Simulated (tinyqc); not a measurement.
## Reflectance at normal incidence against thickness

Normal incidence on air, film (n1) and substrate (N2 = n2 - i k2): r01 = (1 - n1)/(1 + n1), r12 = (n1 - N2)/(n1 + N2), amplitude (r01 + r12 X)/(1 + r01 r12 X), X = exp(-4 pi i n1 d/lam), R its squared modulus, phase from 0 to 360 degrees.

Inputs (values chosen for the exercise): wavelength lam = 405 nm; index of the transparent film n1 = 2.376; index of the substrate n2 = 5.42; extinction coefficient of the substrate k2 = 0.329.

Reflectance at normal incidence against thickness:
```
d (nm),R (%),phase of the reflected amplitude (degrees)
0,47.54,178.7
11,42.65,161.8
22,28.62,142.1
34,6.707,115.7
45,1.330,251.6
56,18.64,229.4
68,38.12,205.7
79,46.59,188.0
90,46.47,171.5
```

What does the table show?

R moves up and down between 1.33 and 47.5 %. At a quarter wave, d = 42.6 nm, R = 0.130 %; for a transparent substrate it would vanish for n1 = sqrt(n2) = 2.33.

tinyqc, about 0.01 s, one thread, Intel Xeon 2.30GHz (shared host): `OMP_NUM_THREADS=1 python tinyqc.py 2870121 2870122 out.jsonl`
